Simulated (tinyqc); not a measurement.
Electrons shared among three sets of ellipsoidal valleys: one step. Fermi level and populations. Three cases, with inputs chosen for the exercise.

Question. Solve n = sum_i N_i F_1/2((EF - dE_i)/kT), energies from the edge of the first set.

F_j(eta) = (1/Gamma(j + 1)) integral_0^infinity x^j dx/(1 + exp(x - eta)), which tends to exp(eta) for eta << 0.

Case 1.

Values chosen (out of a larger set: masses and offsets near those of Ge; mobilities are free inputs, held fixed; not measured data): dE = (0, 0.147, 0.172) eV (edges of L, Gamma, Delta above the first); n = 3.9e+18 1/cm^3 (total electron density).

N_i (1/cm^3): L 1.638140e+19, Gamma 2.975617e+17, Delta 4.255477e+19

kT = 0.03446933 eV

Case 2.

Values chosen (out of a larger set: masses and offsets near those of Ge; mobilities are free inputs, held fixed; not measured data): dE = (0, 0.123, 0.204) eV (edges of L, Gamma, Delta above the first); n = 6.6e+17 1/cm^3 (total electron density).

N_i (1/cm^3): L 1.051882e+19, Gamma 2.083281e+17, Delta 2.684880e+19

kT = 0.02585200 eV

Case 3.

Values chosen (out of a larger set: masses and offsets near those of Si; mobilities are free inputs, held fixed; not measured data): dE = (0, 0.081, 0.963) eV (edges of Delta2, Delta4, L above the first, the first two split by strain); n = 1.7e+19 1/cm^3 (total electron density).

N_i (1/cm^3): Delta2 1.363002e+19, Delta4 2.726004e+19, L 2.343069e+19

kT = 0.03446933 eV

Give: EF; eta_i; n_i; shares.

Answer.

Case 1.

EF = -0.0473 eV

eta_i: L -1.37, Gamma -5.64, Delta -6.36

n_i (1/cm^3): L 3.83e+18, Gamma 1.06e+15, Delta 7.34e+16

shares: L 0.9809, Gamma 0.0003, Delta 0.0188

L holds most electrons (98.1 %). Boltzmann weights N_i exp(-dE_i/kT) would give Gamma a share of 0.0003.

Case 2.

EF = -0.0710 eV

eta_i: L -2.75, Gamma -7.51, Delta -10.64

n_i (1/cm^3): L 6.59e+17, Gamma 1.15e+14, Delta 6.44e+14

shares: L 0.9989, Gamma 0.0002, Delta 0.0010

L holds most electrons (99.9 %). Boltzmann weights N_i exp(-dE_i/kT) would give Gamma a share of 0.0002.

Case 3.

EF = 0.0116 eV

eta_i: Delta2 0.34, Delta4 -2.01, L -27.60

n_i (1/cm^3): Delta2 1.35e+19, Delta4 3.48e+18, L 2.42e+07

shares: Delta2 0.7951, Delta4 0.2049, L 0.0000

Delta2 holds most electrons (79.5 %). Boltzmann weights N_i exp(-dE_i/kT) would give Delta4 a share of 0.1602.

Computed by tinyqc, one run a case: `OMP_NUM_THREADS=1 python tinyqc.py N N+1 out.jsonl` with N = 1682299, 1682365, 1682547; one thread of a shared Intel(R) Xeon(R) Processor @ 2.30GHz, about 0.01 s a run at most.
